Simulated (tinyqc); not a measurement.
Free-carrier optics of a doped semiconductor (Drude model with one polar phonon): one step. Dielectric function at one energy. Two cases, with inputs chosen for the exercise.

Problem. Insert the numbers.

eps(E) = ei [1 - Ep^2/(E^2 + i E Gam)] + (es - ei) wT^2/(wT^2 - E^2 - i E gT), with Ep^2 = 8 pi c (e^2/(4 pi eps0)) N/(m ei), c = hbar^2/2m0, N in 1/angstrom^3 (1e-24 per 1/cm^3); Gam = hbar/tau, tau = mu m m0/e with m0/e = 5.685630e-12 kg/C and mu in m^2/(V s). Energies in meV.

Case 1.

Values chosen (mass and dielectric values near those of SiC; N and mu are free inputs; interband absorption and the rise of the mass with filling are left out; shifted at random, so the results belong to these values and not to a real crystal):
- E = 45.3 meV (photon energy)
- ei = 6.67 (high-frequency dielectric constant)
- wT = 98.5 meV (TO phonon)
- es = 10.13 (static dielectric constant)
- gT = 0.3 meV (phonon damping)

Ep = 21.6805 meV
Gam = 14.1370 meV

Case 2.

Values chosen (mass and dielectric values near those of GaN; N and mu are free inputs; interband absorption and the rise of the mass with filling are left out; shifted at random, so the results belong to these values and not to a real crystal):
- E = 78.6 meV (photon energy)
- ei = 5.26 (high-frequency dielectric constant)
- wT = 70.3 meV (TO phonon)
- es = 9.38 (static dielectric constant)
- gT = 0.4 meV (phonon damping)

Ep = 52.4637 meV
Gam = 103.3640 meV

Give: free-carrier term; eps.

Solution.

Case 1.

free-carrier term = -1.3922+0.4345i
eps = 9.6659+0.4423i

Case 2.

free-carrier term = -0.8586+1.1291i
eps = -12.0633+1.5480i

Computed by tinyqc, one run a case: `OMP_NUM_THREADS=1 python tinyqc.py N N+1 out.jsonl` with N = 1650355, 1650862; one thread of a shared Intel(R) Xeon(R) Processor @ 2.30GHz, about 0.01 s a run at most.
